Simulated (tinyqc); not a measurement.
Sp3 tight binding, zinc-blende lattice, step by step. Computed by tinyqc, a small Python program that keeps every step. Command: `OMP_NUM_THREADS=1 python tinyqc.py 20733 20734 out.jsonl` (the two numbers bound the seeds that draw the settings). One thread of a shared host (Intel(R) Xeon(R) Processor @ 2.60GHz), about 0.01 s of CPU time with the checks.

## Bloch Hamiltonian at k

Parameters chosen for this model: zinc-blende lattice, anion at 0, cation at a/4 (1,1,1); V = eta hbar^2 / (m d^2), hbar^2/m = 7.619964 eV angstrom^2:
```
parameter          value      unit
a               5.540000  angstrom
d               2.398890  angstrom
Es anion      -15.280000        eV
Ep anion       -6.760000        eV
Es cation     -12.400000        eV
Ep cation      -5.260000        eV
eta ss         -1.400000
eta sp          1.840000
eta pp sigma    3.240000
eta pp pi      -0.810000
V ss           -1.853788        eV
V sp            2.436408        eV
V pp sigma      4.290196        eV
V pp pi        -1.072549        eV
```

k point k (2 pi / a): -0.520000  0.550000  -0.770000

Slater-Koster rules over the four bonds with direction cosines (l, m, n): ss V_ss; s-px l V_sp; px-s -l V_sp; px-px l^2 V_pps + (1 - l^2) V_ppp; px-py l m (V_pps - V_ppp); each times exp(i k.d).

H(k) at k (eV):
```
                      a s                 a px                a py                 a pz
a s            -15.280000             0.000000            0.000000             0.000000
a px             0.000000            -6.760000            0.000000             0.000000
a py             0.000000             0.000000           -6.760000             0.000000
a pz             0.000000             0.000000            0.000000            -6.760000
c s   -1.165270-3.844964i  -2.739782-0.941588i  2.491841+1.035277i  -1.102458-2.339995i
c px   2.739782+0.941588i   0.449461+1.483058i  1.401002+2.973661i  -3.166627-1.315628i
c py  -2.491841-1.035277i   1.401002+2.973661i  0.449461+1.483058i   3.481710+1.196569i
c pz   1.102458+2.339995i  -3.166627-1.315628i  3.481710+1.196569i   0.449461+1.483058i

                      c s                 c px                 c py                 c pz
a s   -1.165270+3.844964i   2.739782-0.941588i  -2.491841+1.035277i   1.102458-2.339995i
a px  -2.739782+0.941588i   0.449461-1.483058i   1.401002-2.973661i  -3.166627+1.315628i
a py   2.491841-1.035277i   1.401002-2.973661i   0.449461-1.483058i   3.481710-1.196569i
a pz  -1.102458+2.339995i  -3.166627+1.315628i   3.481710-1.196569i   0.449461-1.483058i
c s            -12.400000             0.000000             0.000000             0.000000
c px             0.000000            -5.260000             0.000000             0.000000
c py             0.000000             0.000000            -5.260000             0.000000
c pz             0.000000             0.000000             0.000000            -5.260000
```

## Levels at k

Diagonalise the Hermitian matrix.

eigenvalues (eV): -19.442217  -14.881551  -11.700308  -10.907551  -5.425725  -1.189706  -1.032777  0.839835

weights |c|^2 of the basis functions:
```
        band 1    band 2    band 3    band 4    band 5    band 6    band 7    band 8
a s   0.625218  0.123662  0.017325  0.000270  0.197973  0.009207  0.008257  0.018087
a px  0.011364  0.116441  0.096480  0.278757  0.070956  0.293965  0.006948  0.125089
a py  0.009561  0.115751  0.096632  0.296715  0.052415  0.023142  0.274145  0.131640
a pz  0.002151  0.123623  0.348551  0.000726  0.126116  0.094470  0.134220  0.170143
c s   0.293140  0.303604  0.031693  0.000460  0.332680  0.009070  0.008336  0.021017
c px  0.025220  0.061013  0.082296  0.204596  0.057109  0.403114  0.009434  0.157217
c py  0.021929  0.063079  0.085453  0.217681  0.044067  0.031855  0.370528  0.165408
c pz  0.011416  0.092826  0.241570  0.000794  0.118685  0.135177  0.188132  0.211399
```

## Bloch Hamiltonian at G

k point G (2 pi / a): 0  0  0

As before.

H(k) at G (eV):
```
             a s       a px       a py       a pz         c s       c px       c py       c pz
a s   -15.280000   0.000000   0.000000   0.000000   -7.415153   0.000000   0.000000   0.000000
a px    0.000000  -6.760000   0.000000   0.000000    0.000000   2.860131   0.000000   0.000000
a py    0.000000   0.000000  -6.760000   0.000000    0.000000   0.000000   2.860131   0.000000
a pz    0.000000   0.000000   0.000000  -6.760000    0.000000   0.000000   0.000000   2.860131
c s    -7.415153   0.000000   0.000000   0.000000  -12.400000   0.000000   0.000000   0.000000
c px    0.000000   2.860131   0.000000   0.000000    0.000000  -5.260000   0.000000   0.000000
c py    0.000000   0.000000   2.860131   0.000000    0.000000   0.000000  -5.260000   0.000000
c pz    0.000000   0.000000   0.000000   2.860131    0.000000   0.000000   0.000000  -5.260000
```

## Levels at G

As before.

eigenvalues (eV): -21.393681  -8.966831  -8.966831  -8.966831  -6.286319  -3.053169  -3.053169  -3.053169

## Bands along a path

The same steps at evenly spaced points between the labelled ones.

Bands along the path (eV):
```
k             band 1      band 2      band 3      band 4     band 5     band 6     band 7     band 8
L         -19.113115  -15.730614  -11.071108  -11.071108  -5.889412  -0.948892  -0.948892   1.033141
L-G 0.33  -19.980071  -14.154148  -10.635670  -10.635670  -5.790230  -1.384330  -1.384330   0.224448
L-G 0.67  -21.009222  -11.165970   -9.610116   -9.610116  -5.756306  -2.409884  -2.409884  -1.768502
G         -21.393681   -8.966831   -8.966831   -8.966831  -6.286319  -3.053169  -3.053169  -3.053169
G-X 0.33  -20.874937  -10.818726  -10.423565  -10.423565  -5.040333  -2.966003  -1.596435  -1.596435
G-X 0.67  -19.401178  -13.740204  -12.409450  -12.409450  -3.757156  -2.801461   0.389450   0.389450
X         -17.803870  -15.873767  -13.199553  -13.199553  -3.286233  -2.736130   1.179553   1.179553
X-W 0.33  -17.803870  -15.873767  -13.199553  -13.199553  -3.286233  -2.736130   1.179553   1.179553
X-W 0.67  -17.803870  -15.873767  -13.199553  -13.199553  -3.286233  -2.736130   1.179553   1.179553
W         -17.803870  -15.873767  -13.199553  -13.199553  -3.286233  -2.736130   1.179553   1.179553
```

With 4 band(s) filled, the highest filled level on these points lies at G and the lowest empty one at G: a gap of 2.6805 eV, direct.
